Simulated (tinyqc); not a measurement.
Inside a calculation. Method: RHF in the sto-3g basis, for H2, spin multiplicity 1. One step of it, computed by the program tinyqc.

Question. Iteration 2: building the Fock matrix. J_ij = sum D_kl (ij|kl), K_ij = sum D_kl (ik|jl); F = H + J - 0.5 K; E = tr D H + tr D J / 2 - 0.25 tr D K + E_nn.

D after iteration 1, order 1H 1s, 2H 1s:
$$\begin{pmatrix}
0.671919 & 0.671919 \\
0.671919 & 0.671919
\end{pmatrix}$$

core Hamiltonian H = T + V (hartree), order 1H 1s, 2H 1s:
$$\begin{pmatrix}
-0.973273 & -0.669739 \\
-0.669739 & -0.973273
\end{pmatrix}$$

Two-electron integrals (ij|kl) in chemists' order, unique and non-zero (hartree):
```
(11|11) 0.774606   (21|11) 0.302887   (21|21) 0.152149   (22|11) 0.473505
(22|21) 0.302887   (22|22) 0.774606
```

nuclear repulsion = 0.52187102 hartree

Give: Coulomb J; exchange K; Fock matrix F; total energy of this density.

Answer.

Coulomb J (hartree), order 1H 1s, 2H 1s:
$$\begin{pmatrix}
1.246 & 0.611 \\
0.611 & 1.246
\end{pmatrix}$$

exchange K (hartree), order 1H 1s, 2H 1s:
$$\begin{pmatrix}
1.030 & 0.827 \\
0.827 & 1.030
\end{pmatrix}$$

Fock matrix F (hartree), order 1H 1s, 2H 1s:
$$\begin{pmatrix}
-0.242 & -0.472 \\
-0.472 & -0.242
\end{pmatrix}$$

total energy of this density = -1.06214 hartree
